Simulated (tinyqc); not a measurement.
Bowing of the band edge from disorder: coherent potential approximation for a binary alloy with a semi-elliptic band.

Site levels eA = -x d (share 1 - x) and eB = (1 - x) d (share x), so that their mean, the virtual crystal, is 0. Pure band: G0(z) = 2 (z - sqrt(z - W) sqrt(z + W))/W^2 with principal roots, density -Im G/pi per site. The medium has a self-energy S(z), G = G0(z - S), z = E + i eta. t_i = (e_i - S)/(1 - (e_i - S) G); the CPA demands <t> = (1 - x) tA + x tB = 0. Iteration: start at S = 0, set S(new) = S + <t>/(1 + <t> G), stop when |<t>| < 1e-9 eV.

Inputs chosen for the exercise: W = 1 eV (half width of the pure band); d = 0.53 eV (eB - eA).

For eta = 0 the CPA reads G = (1 - x)/(y - eA) + x/(y - eB) with y = E - W^2 G/4; the lower edge is the maximum of E(y) = y + W^2 G(y)/4 for y < eA. The virtual crystal puts it at -W. Second order: -W - 2 x (1 - x) d^2/W, from S = x (1 - x) d^2 G0(-W), G0(-W) = -2/W.

Lower edge (eV):
```
x        edge  edge + W  second order  (edge + W)/(x (1 - x))
0.05  -1.0134   -0.0134       -0.0267                 -0.2831
0.10  -1.0265   -0.0265       -0.0506                 -0.2945
0.25  -1.0629   -0.0629       -0.1053                 -0.3356
0.40  -1.0942   -0.0942       -0.1348                 -0.3926
0.50  -1.1113   -0.1113       -0.1404                 -0.4451
0.60  -1.1242   -0.1242       -0.1348                 -0.5173
0.75  -1.1316   -0.1316       -0.1053                 -0.7020
0.90  -1.1101   -0.1101       -0.0506                 -1.2229
0.95  -1.0858   -0.0858       -0.0267                 -1.8067
```

second-order coefficient = -0.5618 eV

Disorder pushes the edge below the virtual crystal, most at x = 0.75 (-132 meV). The coefficient runs from -0.283 at x = 0.05 to -1.807 eV at 0.95, against -0.562 in second order, which is only a guide at d/W = 0.53: it depends strongly on x and is largest in size where the low-lying A atoms are dilute and act as attractive impurities. For d above W/2 they bind a level, and the ratio then measures that level rather than bowing.

Computed by tinyqc, a small Python program: `OMP_NUM_THREADS=1 python tinyqc.py 1451103 1451104 out.jsonl` (the numbers bound the seed that draws the inputs); one thread of a shared host (Intel(R) Xeon(R) Processor @ 2.30GHz), about 0.01 s for the whole set of steps.
